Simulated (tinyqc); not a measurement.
Raising U: Hubbard chain of 6 sites, mean field against exact. Computed by the program tinyqc. Collinear unrestricted mean field (the lowest of 40 random starts) against exact diagonalisation.

one-body matrix (hopping and site energies) (eV):
```
         1        2        3        4        5        6
1   0.0000  -0.9800   0.0000   0.0000   0.0000   0.0000
2  -0.9800   0.0000  -0.9800   0.0000   0.0000   0.0000
3   0.0000  -0.9800   0.0000  -0.9800   0.0000   0.0000
4   0.0000   0.0000  -0.9800   0.0000  -0.9800   0.0000
5   0.0000   0.0000   0.0000  -0.9800   0.0000  -0.9800
6   0.0000   0.0000   0.0000   0.0000  -0.9800   0.0000
```

electrons, up and down: 3  3

Exact and mean-field results (eV):

| U | U/t | E exact | E mean field | mean \|n_up - n_down\| | double occupancy, exact | first gap in the sector |
|---|---|---|---|---|---|---|
| 0.4900 | 0.5000 | -6.147758 | -6.113160 | 0.0000 | 0.2265 | 0.7764 |
| 0.9800 | 1.0000 | -5.516315 | -5.378160 | 0.0000 | 0.2031 | 0.6957 |
| 1.9600 | 2.0000 | -4.455388 | -3.966084 | 0.4041 | 0.1584 | 0.5670 |
| 2.9400 | 3.0000 | -3.641746 | -2.970509 | 0.6726 | 0.1197 | 0.4687 |
| 5.8800 | 6.0000 | -2.221377 | -1.596607 | 0.9093 | 0.0522 | 0.2901 |
| 7.8400 | 8.0000 | -1.732737 | -1.209577 | 0.9485 | 0.0329 | 0.2269 |
| 11.7600 | 12.0000 | -1.191088 | -0.812114 | 0.9770 | 0.0160 | 0.1562 |
| 19.6000 | 20.0000 | -0.726660 | -0.489019 | 0.9917 | 0.0061 | 0.0954 |

Estimate the missing row, U = 3.92.

Computed row:
```
U          U/t    E exact  E mean field  mean |n_up - n_down|  double occupancy, exact  first gap in the sector
3.9200  4.0000  -3.030714     -2.324994                0.8030                   0.0896                   0.3930
```

In absolute terms mean field is worst at U/t = 4.0, 0.706 eV too high: at small U it is nearly exact, and at large U it misses only exchange-scale energies. Its local moments set in at U/t = 2.0 of those listed, a broken symmetry that the exact state of a finite cluster with equal spins does not have. Relative to the exact energy its error is 0.6 % at the smallest U, 33 % at most and 33 % at the largest. The double occupancy falls from 0.226 to 0.006; at the largest U the first gap is 0.49 times the exchange scale 4t^2/U.
